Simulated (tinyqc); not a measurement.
Admittance spectroscopy of a deep trap: effect of the bias.

Schottky contact on an n-type layer with shallow donors Nd (all ionised) and a donor-like deep trap, neutral when filled and positive when empty; depletion approximation. Traps within lam of the depletion edge stay filled. The traps at xt = W - lam, where the level crosses the Fermi level, follow a slow signal and not a fast one. w = 2 pi f.

Emission rate en = sn vth(T) Nc(T) exp(-Et/kB T) = sn g T^2 exp(-Et/kB T), g = vth Nc/(300 K)^2, as vth goes as T^0.5 and Nc as T^1.5 (degeneracy factor 1). lam = sqrt(2 eps0 eps_r (EF - ET)/(q Nd)), EF - ET = Et - (kB T/q) ln(Nc(T)/Nd), Nc(T) = Nc (T/300 K)^1.5. In the steady state at the band bending V, 2 eps0 eps_r V/q = Nd W^2 + Nt (W - lam)^2 (the second term only if W > lam). V = Vbi + Vr. C_HF = eps0 eps_r/W, C_LF = eps0 eps_r (Nd + Nt)/(Nd W + Nt xt). Inflection frequency w0 = 2 en [1 + Nt xt/(Nd W)]; C = C_HF + (C_LF - C_HF)/(1 + (w/w0)^2), G/w = (C_LF - C_HF)(w/w0)/(1 + (w/w0)^2).

Parameters, values chosen for the exercise; material values close to those of silicon:
- eps_r = 11.7 (relative permittivity)
- Nc = 2.82e19 cm^-3 (conduction-band density of states at 300 K)
- vth = 2.3e7 cm/s (thermal velocity at 300 K)
- Nd = 1.6e16 cm^-3 (shallow donor density)
- Vbi = 0.8 V (built-in voltage)
- Et = 0.35 eV (depth of the trap below the conduction edge)
- sn = 1.3e-16 cm^2 (capture cross-section)
- Nt = 1.6e15 cm^-3 (trap density)
- T = 251 K (temperature)

Constants: q = 1.602176634e-19 C, kB = 1.380649e-23 J/K, eps0 = 8.8541878128e-14 F/cm where lengths are in cm. Results are converted to the units shown.

Results:
```
Vr (V)  W (nm)    xt/W  C_HF (nF/cm^2)  step (nF/cm^2)  step (% of C_HF)
0        251.1  0.5013           41.25           1.959             4.749
0.9      363.0  0.6549           28.54          0.9244             3.239
1.7      438.5  0.7143           23.63          0.6300             2.666
2.6      509.9  0.7544           20.32          0.4641             2.284
3.4      565.7  0.7786           18.31          0.3761             2.054
5.1      668.8  0.8127           15.49          0.2683             1.732
6        717.3  0.8254           14.44          0.2330             1.613
```

Estimate the missing row, Vr = 4.3 V.

Computed row:
```
Vr (V)  W (nm)    xt/W  C_HF (nF/cm^2)  step (nF/cm^2)  step (% of C_HF)
4.3      622.5  0.7988           16.64          0.3101             1.863
```

With this row back in the table: xt/W rises from 0.501 to 0.825 since lam stays at 125 nm, and the relative step falls from 4.75 to 1.61 %: the nearer xt lies to W in proportion, the less the traps add.

Numbers from tinyqc (`OMP_NUM_THREADS=1 python tinyqc.py 2050154 2050155 out.jsonl`; about 0.01 s on one thread of a shared Intel Xeon 2.30GHz).
